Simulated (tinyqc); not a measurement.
Mesh size and shift: special k points of the fcc lattice.

Lattice vectors in units of a: a1 = (0, 1/2, 1/2), a2 = (1/2, 0, 1/2), a3 = (1/2, 1/2, 0); reciprocal vectors b_i with a_i . b_j = 2 pi delta_ij. Mesh: k = sum_i f_i b_i with f_i = (2 j_i + shift)/(2 N), j_i = 0 .. N-1. The point group of the lattice has 48 operations; only those that map the mesh onto itself are used.

A_m(k) = sum over the m-th star of lattice vectors R of cos(k . R), stars in order of length: m = 1: |R|^2 = 0.5, 12 vectors, such as (1, 0, 0) in the basis a_i; m = 2: |R|^2 = 1, 6 vectors, such as (1, 1, -1) in the basis a_i; m = 3: |R|^2 = 1.5, 24 vectors, such as (2, 0, -1) in the basis a_i; m = 4: |R|^2 = 2, 12 vectors, such as (2, 0, 0) in the basis a_i; m = 5: |R|^2 = 2.5, 24 vectors, such as (2, 1, -1) in the basis a_i; m = 6: |R|^2 = 3, 8 vectors, such as (3, -1, -1) in the basis a_i. The zone mean of every A_m is zero.

Test function, the lower band of a two-band insulator: E(k) = -sqrt(D^2 + (e0 - t A_1(k))^2).

Inputs chosen for the exercise:
```
symbol  value  unit  meaning
D       0.81   eV    half gap term
t       0.39   eV    coupling
e0      2.57   eV    offset
```

Errors of the mean of E against the unshifted mesh with N = 24. The fifth column is |R|^2 of the shortest star with a non-zero mean.

Meshes:
```
mesh       points  irreducible  operations  |R|^2 missed  error (meV)
1 Gamma         1            1          48          0.50      578.218
1 shifted       1            1          12          1.00      143.727
2 Gamma         8            3          48          2.00     -369.733
2 shifted       8            2          12          4.00       42.945
3 Gamma        27            4          48          4.50      -24.163
3 shifted      27            6          12          9.00      -12.360
4 Gamma        64            8          48          8.00       18.455
4 shifted      64           10          12         16.00        3.205
5 Gamma       125           10          48         12.50        0.337
5 shifted     125           19          12           >16       -0.474
6 Gamma       216           16          48           >16       -2.916
6 shifted     216           28          12           >16       -0.060
```

reference mean = -2.83835 eV

What can be read from this table?

The shifted mesh has the smaller error for 5 of 6 values of N and the larger for 1. The cheapest mesh within 1 meV is 5 Gamma, with 10 irreducible points, but a larger mesh of the same type misses again, so this is a chance hit. A mesh misses the lattice vectors N (n1 a1 + n2 a2 + ...); the half shift gives each the sign (-1)^(n1 + n2 + ...), so the 12 shortest ones add up to 0 in place of 12: they cancel. The shift lowers the symmetry; it leaves more irreducible points for N = 3, 4, 5 and 6; it leaves fewer irreducible points for N = 2.

(tinyqc, `OMP_NUM_THREADS=1 python tinyqc.py 1682154 1682155 out.jsonl`, Intel(R) Xeon(R) Processor @ 2.30GHz, 1 thread, shared host, about 0.1 s.)
